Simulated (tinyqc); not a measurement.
Trap-assisted generation and recombination current of an abrupt junction. From total reverse current back to temperature T. Computed by tinyqc, a small Python program. Command: `OMP_NUM_THREADS=1 python tinyqc.py 3008781 3008782 out.jsonl junctionleak inv`. One thread of a shared host (Intel(R) Xeon(R) Processor @ 2.30GHz), about 0.04 s of CPU time with the checks.

Depletion approximation, flat quasi-Fermi levels across the depleted layer, long neutral regions with minority lifetimes tau_n and tau_p, full ionisation and Boltzmann statistics. Voltages in exponents stand for e V.

Inputs (values chosen for the exercise, with bands and screening modelled on InP):

| quantity | value | unit |
|---|---|---|
| gap E_g | 1.38 | eV |
| electron mass m_e | 0.0784 | m_0 |
| valleys M_c | 1 | - |
| hole mass m_h | 0.585 | m_0 |
| dielectric constant eps | 12.6 | - |
| acceptor density N_A | 8.2e+15 | cm^-3 |
| donor density N_D | 2.3e+18 | cm^-3 |
| capture time tau_n | 3.4e-08 | s |
| capture time tau_p | 3.7e-06 | s |
| trap level E_t - E_i | -0.12 | eV |
| electron diffusion coefficient D_n | 20 | cm^2/s |
| hole diffusion coefficient D_p | 2.8 | cm^2/s |
| reverse bias V_r | 4.5 | V |
| tunnelling mass m_t | 0.33 | m_0 |

Field enhancement: Hurkx tunnelling factor.

Constants: k_B = 8.617333262e-05 eV/K; m_0 = 9.1093837015e-31 kg; k_B = 1.380649e-23 J/K; h = 6.62607015e-34 J s; e = 1.602176634e-19 C; eps_0 = 8.8541878128e-12 F/m; hbar = 1.054571817e-34 J s.

Method:
- N_c = 2 M_c (2 pi m_e k_B T/h^2)^(3/2) and N_v = 2 (2 pi m_h k_B T/h^2)^(3/2), masses in units of m_0.
- n_i = sqrt(N_c N_v) exp(-E_g/2 k_B T); V_bi = (k_B T/e) ln(N_A N_D/n_i^2); diffusion saturation current J_d0 = e n_i^2 [sqrt(D_n/tau_n)/N_A + sqrt(D_p/tau_p)/N_D].
- W = sqrt(2 eps eps_0 (V_bi - V)(1/N_A + 1/N_D)/e), x_p = W N_D/(N_A + N_D), x_n = W - x_p, peak field F_m = 2 (V_bi - V)/W; reverse bias means V = -V_r.
- Both capture times are divided by 1 + Gamma, Gamma = 2 sqrt(3 pi) (F/F_G) exp((F/F_G)^2), F_G = sqrt(24 m_t (k_B T)^3)/(e hbar) (the low-field Hurkx form), F being the local field, linear in x from 0 at the edges to F_m.
- Potential from the p edge: phi = (V_bi - V) x^2/(x_p W) on the p side and (V_bi - V)[1 - (W - x)^2/(x_n W)] on the n side; p = N_A exp(-phi/k_B T), n = n_i^2 exp(V/k_B T)/p; U = (n p - n_i^2)/[tau_p (n + n_i exp(dE/k_B T)) + tau_n (p + n_i exp(-dE/k_B T))], dE = E_t - E_i, n1 = n_i exp(dE/k_B T), p1 = n_i exp(-dE/k_B T); J_t = e int U dx by the trapezoid rule on 400 intervals on each side.
- Generation lifetime tau_g = tau_p exp(dE/k_B T) + tau_n exp(-dE/k_B T); textbook estimate e n_i W/tau_g; generation current J_g = -J_t; total = J_g + J_d0 (1 - exp(-V_r/k_B T)).

Problem. A run gave the result below. Find the temperature T, known to lie between 340 and 520 K.

total reverse current = 9.618708e-08 A/cm^2

Solution.

Each step takes the trial c = (a f_b - b f_a)/(f_b - f_a), f being the result less the target and a, b, c the logarithms of the listed values; c replaces end b, the old b replaces a if the sign of f changed, and otherwise f_a is halved.

Scan of the range:

| temperature T (K) | total reverse current (A/cm^2) |
|---|---|
| 340 | 1.66220e-09 |
| 365 | 1.14581e-08 |
| 392 | 6.95486e-08 |
| 420 | 3.50142e-07 |
| 451 | 1.63754e-06 |
| 484 | 6.71613e-06 |
| 520 | 2.53437e-05 |

False position (Illinois rule, in the logarithm of the input) inside the bracket:

| step | end a | end b | trial | total reverse current (A/cm^2) |
|---|---|---|---|---|
| 1 | 392.000 | 420.000 | 394.576 | 8.15133e-08 |
| 2 | 420.000 | 394.576 | 395.924 | 8.84986e-08 |
| 3 | 420.000 | 395.924 | 397.261 | 9.59599e-08 |
| 4 | 420.000 | 397.261 | 397.340 | 9.64175e-08 |
| 5 | 397.261 | 397.340 | 397.300 | 9.61868e-08 |
| 6 | 397.340 | 397.300 | 397.300 | 9.61871e-08 |
| 7 | 397.340 | 397.300 | 397.300 | 9.61871e-08 |
| 8 | 397.300 | 397.300 | 397.300 | 9.61871e-08 |

Total reverse current rises at every point of a 13-point scan of the range (every second point is shown), so one value fits; it is bracketed by 392 and 420. Answer: temperature T = 397.3 K.

Caution: one side is doped near or above its effective density of states, so Boltzmann statistics understate V_bi.
